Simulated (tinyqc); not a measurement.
sp3s* tight binding with spin-orbit coupling: sweeps and comparisons. A value that a table varies takes the place of the one given here.

sp3s* tight binding, nearest neighbours only: anion (a) at 0, cation (c) at a/4 (1,1,1), orbitals s, px, py, pz, s* on each; k in units of 2 pi/a. With phases e_j = exp(i (pi/2) k.n_j) for n = (1,1,1), (1,-1,-1), (-1,1,-1), (-1,-1,1): g0 = (e1+e2+e3+e4)/4, g1 = (e1+e2-e3-e4)/4, g2 = (e1-e2+e3-e4)/4, g3 = (e1-e2-e3+e4)/4. The diagonal holds the levels Esa, Epa, Exa (s*) and Esc, Epc, Exc. Anion-cation block: <sa|sc> = Vss g0; <sa|xc> = Vsapc g1; <xa|sc> = -Vscpa g1; <xa|xc> = Vxx g0; <xa|yc> = <ya|xc> = Vxy g3, <xa|zc> = <za|xc> = Vxy g2, <ya|zc> = <za|yc> = Vxy g1; <s*a|xc> = Vxapc g1; <xa|s*c> = -Vpaxc g1; y and z take g2 and g3 in place of g1; s-s* and s*-s* vanish.

Spin-orbit coupling acts within the p shell of each atom as (D/3) L.sigma, D = Da or Dc: it puts four states at Ep + D/3 and two at Ep - 2D/3.

Parameters, chosen for this exercise (near a published set for GaSb, fitted to gaps, whose masses and valley positions are rough; spin-orbit coupling, where it is added without a refit, lifts the valence top and shrinks all gaps by about a third of the splitting; the results hold for these values, not for the real material):
- Esa = -7.322 eV (s level of the anion)
- Epa = 0.85 eV (p level of the anion)
- Esc = -3.888 eV (s level of the cation)
- Epc = 2.927 eV (p level of the cation)
- Exa = 6.602 eV (s* level of the anion)
- Exc = 5.977 eV (s* level of the cation)
- Vss = -6.137 eV (s-s)
- Vxx = 1.582 eV (px-px)
- Vxy = 4.156 eV (px-py)
- Vsapc = 4.957 eV (s anion, p cation)
- Vscpa = 4.697 eV (s cation, p anion)
- Vxapc = 4.967 eV (s* anion, p cation)
- Vpaxc = 4.194 eV (p anion, s* cation)
- Da = 0.981 eV (atomic spin-orbit splitting, anion)
- Dc = 0.171 eV (the same, cation)
- eta = 2 (scaling exponent)
- D001 = 0.93 (ratio -ezz/exx)

## What the s* orbital does

The s* couplings Vxapc and Vpaxc are scaled by f; f = 0 is the plain sp3 model. Gaps from the top of the valence band at Gamma; the Delta value is the minimum on (x,0,0), 0.5 <= x <= 1.

Gaps (eV):
```
f      Gamma   Delta       L  x of the minimum
0.00  0.5090  2.7499  2.0100             0.500
0.25  0.5090  2.6378  1.8896             0.500
0.50  0.5090  2.3465  1.5774             0.500
0.75  0.5090  1.7873  1.1635             0.868
0.90  0.5090  1.2954  0.8955             0.851
1.00  0.5090  0.9269  0.7145             0.866
1.10  0.5090  0.5346  0.5333             0.894
```

The gap at Gamma stays, since g1 to g3 vanish there. From f = 0 to 1 the s* levels lower the Delta value by 1.823 eV and L by 1.296 eV. For f = 0, 0.25 and 0.5 the least value lies at x = 0.5, the end of the range: any valley further out lies above that value until s* has lowered it enough. The lowest of the three is Gamma at both f = 0 and f = 1.

## Hydrostatic strain (sp3s* tight binding with spin-orbit coupling, strained)

Strain e moves each bond vector to d = (1 + e) d0 (no internal displacement for the diagonal strains used here) and k is given in fractions of the strained reciprocal cell, so the phases stay. Two-centre values Vss_sigma = Vss/4, Vsp_sigma = sqrt3 V/4 for each s-p and s*-p pair, Vpp_sigma = (Vxx + 2 Vxy)/4, Vpp_pi = (Vxx - Vxy)/4 are scaled by (d0/d)^eta and combined with the new direction cosines; the levels on the diagonal stay.

exx = eyy = ezz = e. Gaps as measured from the top of the valence band; the deformation potentials are (gap(0.01) - gap(-0.01))/0.06.

Gaps (eV):
```
e       Gamma   Delta       L  x of the minimum
-0.03  0.9679  0.9251  0.9261             0.862
-0.02  0.8099  0.9263  0.8527             0.864
-0.01  0.6570  0.9270  0.7822             0.865
0.00   0.5090  0.9269  0.7145             0.866
0.01   0.3656  0.9254  0.6496             0.867
0.02   0.2267  0.9219  0.5873             0.869
0.03   0.0922  0.9155  0.5278             0.872
```

gap deformation potentials (eV): Gamma -4.857, Delta -0.027, L -2.211

Per unit of volume strain the gaps move by -4.86 (Gamma), -0.03 (Delta) and -2.21 eV (L). The lowest valley changes from the Delta line to Gamma between e = -0.03 and -0.02. These potentials follow from the one exponent eta, which fitted models replace by one for each integral; with it the sizes are rough, the sign for Delta can be wrong (in Si, Ge and the III-V crystals measured values are small and positive), and the pressures at which valleys cross, and which valley takes over, are rough too. A gap of zero, where one is listed, marks an s level that has sunk below the valence top.

## Biaxial strain splits the top of the valence band (sp3s* tight binding, strained)

No spin-orbit coupling; k = 0; exx = eyy = e, ezz = -D001 e. The four bonds keep equal lengths, and the sums over them give Vxx(e) for px and py and Vzz(e) for pz; each level is the lower root of [[Epa, V], [V, Epc]], and the s level the upper root of the s block. The shear potential b follows from E(x,y) - E(z) = 3 b (exx - ezz), taken as the slope between e = -0.005 and 0.005.

Couplings and levels at Gamma (eV):
```
e           ezz  Vxx(e)  Vzz(e)   E(x,y)     E(z)  E(x,y) - E(z) (meV)  upper s level
-0.020   0.0186  1.4944  1.8241   0.0687  -0.2105                279.2         0.8509
-0.010   0.0093  1.5390  1.7016   0.0319  -0.1050                136.9         0.8096
-0.005   0.0046  1.5607  1.6415   0.0139  -0.0539                 67.8         0.7887
0.005   -0.0046  1.6029  1.5232  -0.0214   0.0449                -66.3         0.7465
0.010   -0.0093  1.6234  1.4652  -0.0386   0.0926               -131.2         0.7253
0.020   -0.0186  1.6631  1.3513  -0.0722   0.1843               -256.5         0.6824
```

b = -2.316 eV

Under tension in the plane (e > 0) the bonds tilt towards the plane, Vxx grows to 1.6234 and Vzz falls to 1.4652 eV at e = 0.01, and the pz state forms the top of the valence band, by 131.2 meV; under compression (e = -0.01) the px, py pair does, by 136.9 meV. The slope gives b = -2.32 eV, a rough value, since on-site strain terms are left out (measured values lie near -2 eV).

## What each parameter does

Gaps from the top of the valence band at Gamma; Delta is the minimum on (x,0,0), 0.5 <= x <= 1. Each row changes one parameter from the base and keeps the others.

Results:
```
case              Ev (eV)  gap Gamma (eV)  gap Delta (eV)  gap L (eV)
base               0.2587          0.5090          0.9269      0.7145
Vxx = 1.882 eV    -0.0071          0.7748          1.2158      1.0258
Vpaxc = 4.394 eV   0.2587          0.5090          0.8572      0.6765
Esa = -7.122 eV    0.2587          0.5828          0.9408      0.7508
Esc = -4.188 eV    0.2587          0.3202          0.8949      0.6129
Vscpa = 4.897 eV   0.2587          0.5090          0.9569      0.7891
Vxy = 4.456 eV     0.2587          0.5090          0.9265      0.6240
```

The largest shifts from the base row, up to three for each result and ties (the steps differ in size, so this ranks the rows, not the parameters). Ev (eV): Vxx -0.2658; unchanged at the printed digits by Vpaxc, Esa, Esc, Vscpa and Vxy. gap Gamma (eV): Vxx +0.2658, Esc -0.1888, Esa +0.0738; unchanged at the printed digits by Vpaxc, Vscpa and Vxy. gap Delta (eV): Vxx +0.2889, Vpaxc -0.0697, Esc -0.0320. gap L (eV): Vxx +0.3113, Esc -0.1016, Vxy -0.0905. Vpaxc, Vscpa and Vxy cannot move Ev or the gap at Gamma, whose blocks do not hold them; s parameters never move Ev, and move the gap only where the lowest empty level at Gamma is s-like.

Program tinyqc; command `OMP_NUM_THREADS=1 python tinyqc.py 1481782 1481783 out.jsonl`; about 0.1 s on one thread of a shared Intel(R) Xeon(R) Processor @ 2.30GHz.
